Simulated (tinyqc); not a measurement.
Hydrogen passivation of interface dangling bonds: competing passivation and dissociation with distributed barriers. Changing the spread sigma_f. Computed by tinyqc, a small Python program. Command: `OMP_NUM_THREADS=1 python tinyqc.py 3000410 3000411 out.jsonl passiv sweep`. One thread of a shared host (Intel(R) Xeon(R) Processor @ 2.30GHz), about 0.1 s of CPU time with the checks.

P_b + H2 gives P_bH + H at the rate k_f [H2]; P_bH gives P_b + H at the rate k_d. All defects start unpassivated. E_f and E_d are Gaussian and independent.

Inputs (values chosen for the exercise, close to those used for P_b centres at the silicon-oxide interface):
```
quantity,value,unit
defect density N0,5.7e+11,1/cm^2
passivation prefactor k_f0,7.2e-07,cm^3/s
mean passivation barrier E_f,1.49,eV
dissociation prefactor k_d0,5.9e+12,1/s
mean dissociation barrier E_d,2.58,eV
spread sigma_d,0.069,eV
"H2 in the oxide per atm, solubility factor",8.6e+17,1/(cm^3 atm)
hydrogen pressure p,0.1,atm
anneal temperature T,625,C
anneal time t,5400,s
oxide thickness,20,nm
```

Constants: k_B = 8.617333262e-05 eV/K; e = 1.602176634e-19 C; eps_0 = 8.8541878128e-12 F/m.

Method:
- [H2] = solubility factor x p; a = k_f0 [H2] exp(-E_f/(k_B T)), d = k_d0 exp(-E_d/(k_B T)). For one pair of barriers the active share is y = [d + a exp(-(a + d) t)]/(a + d).
- Temperatures in kelvin are T(C) + 273.15.
- Average y over both Gaussians with 40 x 40 Gauss-Hermite points.
- Active density N0 y; threshold shift if each active defect holds one charge, e N0 y t_ox/(3.9 eps_0).
- Minimise the averaged y over T between 150 and 900 C: find where ln y is equal at T - 0.05 and T + 0.05 C; T is rounded to 0.1 C.

One run for each value:
```
spread sigma_f (eV),active share y,best temperature (C),least active share
0.005,1.0867e-04,296.5,6.0527e-08
0.020,1.1212e-04,312.5,1.1629e-07
0.040,1.2392e-04,340.4,3.6276e-07
0.060,1.4640e-04,368.2,1.1429e-06
0.080,1.8484e-04,394.0,3.4460e-06
0.130,4.3858e-04,447.5,4.3778e-05
0.160,8.6331e-04,471.1,1.7285e-04
```

Give the missing row, spread sigma_f (eV) = 0.100.

Computed row:
```
spread sigma_f (eV)  active share y  best temperature (C)  least active share
0.100                    2.4921e-04                 417.4          9.8825e-06
```

Interpolating between the two neighbouring rows (the first column on a logarithmic scale, the others too where they are positive) misses most in least active share, by 12 %. Over the rows, active share y rises from 1.09e-4 to 8.63e-4 (exponent d ln y / d ln x 0.023 between the first rows and 3.3 between the last); best temperature (C) rises from 296 to 471 (exponent d ln y / d ln x 0.038 between the first rows and 0.25 between the last); least active share rises from 6.05e-8 to 1.73e-4 (exponent d ln y / d ln x 0.47 between the first rows and 6.6 between the last). The hardest defects set the temperature needed, and a hotter anneal has a higher dissociation floor.

Caution (all rows): densities below a few 1e9 per cm^2 are formal: other defects set the floor in real interfaces. Caution (all rows): a least active share below 1e-3 is a property of the model; measured passivation levels off well above it. Caution (all rows): atomic hydrogen, which both passivates and depassivates, and further passivation during cooling are left out.

Extremes, crossings and ranges named in words are read from the listed rows.
